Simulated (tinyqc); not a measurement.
Limits against temperature: thermal and gravitational stress in a wafer during furnace and rapid thermal processing, and the onset of slip. Computed by tinyqc, a small Python program. Command: `OMP_NUM_THREADS=1 python tinyqc.py 3017670 3017671 out.jsonl slip walk`. One thread of a shared host (Intel(R) Xeon(R) Processor @ 2.30GHz), about 0.01 s of CPU time with the checks.

A thin free disc in plane stress, isotropic; T(r) = T_centre + dT (r/R)^n with n = 2. Stress is positive in tension; sigma_SB = 5.670374419e-8 W/(m^2 K^4), g = 9.80665 m/s^2.

Inputs (values chosen for the exercise, for a model wafer):
```
quantity                              value        unit
wafer radius R                          100          mm
thickness t                             725  micrometre
Young's modulus E                       160         GPa
expansion alpha                        4.41      1e-6/K
prefactor A of the critical stress  0.00059         MPa
energy U of the critical stress        1.06          eV
density rho                            2330      kg/m^3
heat capacity c                         988    J/(kg K)
conductivity k                         26.2     W/(m K)
wafer spacing s                          14          mm
```

Constants: k_B = 8.617333262e-05 eV/K.

Method. Critical resolved stress tau_c = A exp(U/(k_B T)), a form chosen for the exercise; slip when 0.492799 |s_tt(R)| > tau_c; allowed |dT| = tau_c (n + 2)/(0.492799 n alpha E). In a stack heated from the rim, heat flows inward by conduction and by radiation between wafers: k_eff = k + (16/3) sigma_SB T^3 s^2/t (a diffusion estimate with the spacing as path length). A steady ramp gives the parabolic lag dT = rho c (ramp) R^2/(4 k_eff); the allowed ramp uses n = 2.

For the parabolic profile:
```
T (K)  tau_c (MPa)  allowed |dT| (K)  k_eff (W/(m K))  allowed ramp (K/min)
1050        72.215            415.36           120.84                523.31
1125        33.071            190.21           142.61                282.81
1200        16.698             96.04           167.48                167.69
1275         9.137             52.55           195.66                107.20
1350         5.346             30.75           227.35                 72.88
1425         3.309             19.03           262.78                 52.15
1500         2.149             12.36           302.13                 38.94
```

What does the comparison show, and why?

From 1050 to 1500 K the allowed difference falls 34 times and the allowed ramp 13 times; radiation, which grows as T^3, gives back a factor 2.50. Ramps must slow as the wafer gets hotter.
